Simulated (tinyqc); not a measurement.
Inside a calculation. Method: extended Hueckel theory, for H6. One step of it, computed by the program tinyqc.

Question. Orbitals. Solve H C = S C e through S^(-1/2); fill by pairs from the bottom, a degenerate level sharing its electrons equally; each orbital has its largest coefficient positive (the first on a tie).

H (eV), lower triangle:
```
            1H 1s       2H 1s       3H 1s       4H 1s       5H 1s       6H 1s
1H 1s  -13.600000
2H 1s  -12.085475  -13.600000
3H 1s   -2.929742  -11.790739  -13.600000
4H 1s   -0.549982   -2.929742  -12.085475  -13.600000
5H 1s   -0.082648   -0.529629   -2.929742  -11.790739  -13.600000
6H 1s   -0.010502   -0.082648   -0.549982   -2.929742  -12.085475  -13.600000
```

overlap S, lower triangle:
```
          1H 1s     2H 1s     3H 1s     4H 1s     5H 1s     6H 1s
1H 1s  1.000000
2H 1s  0.507793  1.000000
3H 1s  0.123098  0.495409  1.000000
4H 1s  0.023108  0.123098  0.507793  1.000000
5H 1s  0.003473  0.022253  0.123098  0.495409  1.000000
6H 1s  0.000441  0.003473  0.023108  0.123098  0.507793  1.000000
```

valence electrons = 6

Give: orbital energies; occupations; coefficients; sum of one-electron energies.

Answer.

orbital energies (eV): -18.9288  -17.4094  -14.1772  -7.5969  3.2871  18.0180

occupations: 2.0000  2.0000  2.0000  0.0000  0.0000  0.0000

coefficients:
```
          MO1      MO2      MO3      MO4      MO5      MO6
1H 1s  0.1817   0.3611   0.5164   0.6303  -0.6273   0.4140
2H 1s  0.2886   0.3943   0.1791  -0.3600   0.8799  -0.8357
3H 1s  0.3499   0.1657  -0.4159  -0.5171  -0.4000   1.0864
4H 1s  0.3499  -0.1657  -0.4159   0.5171  -0.4000  -1.0864
5H 1s  0.2886  -0.3943   0.1791   0.3600   0.8799   0.8357
6H 1s  0.1817  -0.3611   0.5164  -0.6303  -0.6273  -0.4140
```

sum of one-electron energies = -101.0307 eV
